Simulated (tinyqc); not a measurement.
Standing waves and exposure in a photoresist film: one step. Intensity and exposure over the lowest period. Four cases, with inputs chosen for the exercise.

Question. Nine depths from d - period to d. Without bleaching during the exposure the share of unexposed compound is m = exp(-C D I).

Normal incidence from air. Unexposed resist: N1 = n1 + i k1 with k1 = (A + B) lam/(4 pi), lam in micrometres. r01 = (1 - N1)/(1 + N1), t01 = 2/(1 + N1). Below the resist lie the layer Na = na + i ka and the substrate Ns = ns + i ks: r12 = (r1a + ras x)/(1 + r1a ras x), x = exp(4 pi i Na da/lam), r1a = (N1 - Na)/(N1 + Na), ras = (Na - Ns)/(Na + Ns). With p = exp(2 pi i N1 d/lam), the field at depth z is E(z) = t01 [exp(2 pi i N1 z/lam) + r12 p^2 exp(-2 pi i N1 z/lam)]/(1 + r01 r12 p^2), the relative intensity I(z) = n1 |E(z)|^2 and the reflectance R = |(r01 + r12 p^2)/(1 + r01 r12 p^2)|^2.

Give: Profile.

Case 1.

Values chosen (a resist on Al, indices near tabulated ones; the results hold for these values, not for the real material): d = 699 nm (resist thickness); lam = 365 nm (vacuum wavelength); C = 0.026 cm^2/mJ (exposure rate (Dill C)); D = 60 mJ/cm^2 (incident dose).

N1 = 1.7200000+0.0171370i
r12 = -0.171630+0.318744i
period = 106.1047 nm

Answer.

Profile:

| z (nm) | I | m |
|---|---|---|
| 592.9 | 0.582 | 0.403 |
| 606.2 | 0.957 | 0.225 |
| 619.4 | 1.248 | 0.143 |
| 632.7 | 1.282 | 0.135 |
| 645.9 | 1.035 | 0.199 |
| 659.2 | 0.651 | 0.362 |
| 672.5 | 0.350 | 0.580 |
| 685.7 | 0.306 | 0.620 |
| 699.0 | 0.543 | 0.429 |

I runs from 0.306 to 1.282 on these points, so m runs from 0.135 to 0.620; the least exposed point listed lies 13.3 nm above the bottom.

Case 2.

Values chosen (a resist on Cu, indices near tabulated ones; the results hold for these values, not for the real material): d = 771 nm (resist thickness); lam = 365 nm (vacuum wavelength); C = 0.018 cm^2/mJ (exposure rate (Dill C)); D = 15 mJ/cm^2 (incident dose).

N1 = 1.6740000+0.0206225i
r12 = 0.296050-0.241255i
period = 109.0203 nm

Answer.

Profile:

| z (nm) | I | m |
|---|---|---|
| 662.0 | 1.095 | 0.744 |
| 675.6 | 0.778 | 0.811 |
| 689.2 | 0.433 | 0.890 |
| 702.9 | 0.260 | 0.932 |
| 716.5 | 0.356 | 0.908 |
| 730.1 | 0.663 | 0.836 |
| 743.7 | 0.997 | 0.764 |
| 757.4 | 1.160 | 0.731 |
| 771.0 | 1.053 | 0.753 |

I runs from 0.260 to 1.160 on these points, so m runs from 0.731 to 0.932; the least exposed point listed lies 68.1 nm above the bottom.

Case 3.

Values chosen (a resist on Cu, indices near tabulated ones; the results hold for these values, not for the real material): d = 524 nm (resist thickness); lam = 248 nm (vacuum wavelength); C = 0.015 cm^2/mJ (exposure rate (Dill C)); D = 80 mJ/cm^2 (incident dose).

N1 = 1.7260000+0.0108544i
r12 = -0.101892-0.178258i
period = 71.8424 nm

Answer.

Profile:

| z (nm) | I | m |
|---|---|---|
| 452.2 | 0.663 | 0.452 |
| 461.1 | 0.513 | 0.540 |
| 470.1 | 0.540 | 0.523 |
| 479.1 | 0.724 | 0.420 |
| 488.1 | 0.956 | 0.318 |
| 497.1 | 1.097 | 0.268 |
| 506.0 | 1.064 | 0.279 |
| 515.0 | 0.872 | 0.351 |
| 524.0 | 0.633 | 0.468 |

I runs from 0.513 to 1.097 on these points, so m runs from 0.268 to 0.540; the least exposed point listed lies 62.9 nm above the bottom.

Case 4.

Values chosen (a resist on W, indices near tabulated ones; the results hold for these values, not for the real material): d = 209 nm (resist thickness); lam = 193 nm (vacuum wavelength); C = 0.039 cm^2/mJ (exposure rate (Dill C)); D = 80 mJ/cm^2 (incident dose).

N1 = 1.7180000+0.0121332i
r12 = -0.093430-0.255410i
period = 56.1700 nm

Answer.

Profile:

| z (nm) | I | m |
|---|---|---|
| 152.8 | 0.661 | 0.127 |
| 159.9 | 0.439 | 0.254 |
| 166.9 | 0.423 | 0.267 |
| 173.9 | 0.619 | 0.145 |
| 180.9 | 0.911 | 0.058 |
| 187.9 | 1.125 | 0.030 |
| 195.0 | 1.134 | 0.029 |
| 202.0 | 0.930 | 0.055 |
| 209.0 | 0.631 | 0.140 |

I runs from 0.423 to 1.134 on these points, so m runs from 0.029 to 0.267; the least exposed point listed lies 42.1 nm above the bottom.

Computed by tinyqc, one run a case: `OMP_NUM_THREADS=1 python tinyqc.py N N+1 out.jsonl` with N = 1650466, 1650573, 1650677, 1650716; one thread of a shared Intel(R) Xeon(R) Processor @ 2.30GHz, about 0.01 s a run at most.
